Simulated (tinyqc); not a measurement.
From results to parameters: diatomic chain. Computed by the program tinyqc.

Problem. A chain of two alternating masses has one spring constant k; at the zone edge omega^2 = 2k/M and 2k/m, and wavenumber = 521.4708 sqrt(omega^2) with omega^2 in eV/(angstrom^2 u). Find k, the heavier mass and the optical wavenumber at q = 0.

wavenumbers at the zone edge (cm^-1): 415.675005  1145.763581
lighter mass = 8.700000 u

Solution. The upper value gives k = m omega^2/2, the ratio of the squares gives M/m, and at q = 0 omega^2 = 2k (1/m + 1/M), the sum of the two.

k = 21.0000 eV/angstrom^2
heavier mass = 66.1000 u
optical wavenumber at q = 0 = 1218.835 cm^-1
